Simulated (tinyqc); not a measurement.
Inside a calculation: band gaps under pressure and temperature from deformation potentials. Values are carried at full precision from step to step, so a last printed digit may differ when a step is redone from the rounded ones.

Murnaghan: V/V0 = (1 + Bp P/B0)^(-1/Bp), B0 = (C11 + 2 C12)/3. Each gap moves by a ln(V/V0) with its volume potential a, and falls with temperature by aV T^2/(T + bV) (Varshni); the two effects are added. No change of phase is considered.

Values chosen for the exercise (near those of InAs, the X and L potentials typical of such crystals; the results hold for these values, not for the real material): C11 = 84.9 GPa; C12 = 45.2 GPa; Bp = 3.85 (pressure derivative of the bulk modulus); P = 3 GPa (pressure); Eg = 0.424 eV (gap at Gamma to the s-like level at 0 K, 0 GPa); EgX = 1.444 eV (gap to X at 0 K, 0 GPa); EgL = 1.12 eV (gap to L at 0 K, 0 GPa); aG = -6.04 eV (volume potential of the Gamma gap); aX = 1.52 eV (volume potential of the X gap); aL = -3.13 eV (volume potential of the L gap); aV = (0.285, 0.278, 0.278) meV/K (Varshni alpha of Gamma, X, L); bV = (89, 100, 89) K (Varshni beta of Gamma, X, L); T = 300 K (temperature); aT = 4.6 1e-6/K (linear thermal expansion near 300 K).

## Volume under pressure

Give B0, V/V0, ln(V/V0), the change of the lattice constant and the linear estimate -P/B0.

B0 = 58.43 GPa
V/V0 = 0.95423
ln(V/V0) = -0.04685
change of a = -1.550 %
-P/B0 = -0.05134

The stiffening under pressure makes the compression 8.7 % smaller than the linear estimate.

## Gaps at P and T

Give both shifts and the gaps.

pressure shifts (eV): Gamma 0.2830, X -0.0712, L 0.1466

temperature shifts (eV): Gamma -0.0659, X -0.0625, L -0.0643

gaps (eV): Gamma 0.6410, X 1.3102, L 1.2023

The lowest valley is Gamma (direct gap), 561 meV below L; at 0 K and 0 GPa it is Gamma.

## Pressure coefficients

Expand in P: E = E0 + c1 P + c2 P^2 with c1 = -a/B0 and c2 = a Bp/(2 B0^2).

c1 (meV/GPa): Gamma 103.37, X -26.01, L 53.57

c2 (meV/GPa^2): Gamma -3.405, X 0.857, L -1.765

Gamma and L rise under pressure and X falls, as the signs of the volume potentials say.

## Pressures at which the valleys cross

Two gaps meet at ln(V/V0) = -(E_i - E_j)/(a_i - a_j), with the gaps at T and P = 0; then P = (B0/Bp)(exp(-Bp ln(V/V0)) - 1). A dash marks expansion or a compression beyond ln(V/V0) = -0.3.

Crossings:
```
pair     E_i - E_j (eV)  ln(V/V0)  P (GPa)
Gamma-X         -1.0234   -0.1354    10.38
Gamma-L         -0.6976   -0.2397    23.02
L-X             -0.3258   -0.0701     4.70
```

The lowest valley changes at 10.38 GPa (Gamma to X). The real crystal changes phase near 7 GPa, so a crossing above that is not reached.

## How much of dE/dT is thermal expansion

At 300 K: dE/dT = -aV T (T + 2 bV)/(T + bV)^2; expansion alone gives 3 aT a; the rest is electron-phonon coupling.

dE/dT (meV/K): Gamma -0.2701, X -0.2606, L -0.2634

from expansion (meV/K): Gamma -0.0834, X 0.0210, L -0.0432

remainder (meV/K): Gamma -0.1867, X -0.2816, L -0.2203

Expansion supplies 31 % of the slope at Gamma and 16 % at L; at X it works against the fall.

## Checks

- Slope of the Gamma gap at P = 0 by finite differences against c1 (meV/GPa): both 103.37.

Run: tinyqc, `OMP_NUM_THREADS=1 python tinyqc.py 1050791 1050792 out.jsonl`; Intel(R) Xeon(R) Processor @ 2.30GHz, one thread, shared host; about 0.01 s of CPU time with all checks.
